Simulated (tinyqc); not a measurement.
Hubbard ring of 4 sites, step by step. One step of it, computed by the program tinyqc.

Task: Mean-field iteration 1. H(up) = T + U n(down), H(down) = T + U n(up); fill the lowest levels; n(new) = n + mixing (n(out) - n); E = tr T (rho up + rho down) + U sum n_up n_down of the output.

one-body matrix (hopping and site energies) (eV):
```
           1          2          3          4
1  -0.880000  -1.360000   0.000000  -1.360000
2  -1.360000  -0.070000  -1.360000   0.000000
3   0.000000  -1.360000   0.290000  -1.360000
4  -1.360000   0.000000  -1.360000   0.120000
```

U = 9.300000 eV

electrons, up and down: 2  2

mixing = 1

n(up) at the start (a guess, not normalised): 1 0.800000, 2 0.200000, 3 0.800000, 4 0.200000

n(down) at the start (a guess): 1 0.200000, 2 0.800000, 3 0.200000, 4 0.800000

Give: levels, up; levels, down; energy; n(up) after iteration 1; n(down) after iteration 1.

Result:

levels, up (eV): 0.272  1.789  7.458  8.541

levels, down (eV): 0.717  1.891  6.940  8.512

energy = -1.884 eV

n(up) after iteration 1: 1 0.944, 2 0.069, 3 0.921, 4 0.065

n(down) after iteration 1: 1 0.092, 2 0.925, 3 0.064, 4 0.920
